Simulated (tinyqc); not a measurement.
## Gate sheet resistance from two finger widths

Problem. At low frequency R = Rsh Wf/(3 L) + B/Wf, where B collects the channel and vertical terms. Find Rsh, B and the width of lowest R.

Inputs (values chosen for the exercise):
```
symbol,value,unit,meaning
L,1.4,um,channel length
```

input resistance of single fingers, contacted at one end, of width 1.1 and 11 um (ohm): [50.045455, 59.454545]

Solution. R Wf is a straight line in Wf^2; the minimum of R lies where both terms are equal.

Rsh = 21.0 ohm/square
B = 49.0 ohm um
width of lowest R = 3.13 um

Numbers from tinyqc (`OMP_NUM_THREADS=1 python tinyqc.py 2262105 2262106 out.jsonl`; about 0.01 s on one thread of a shared Intel Xeon 2.30GHz).
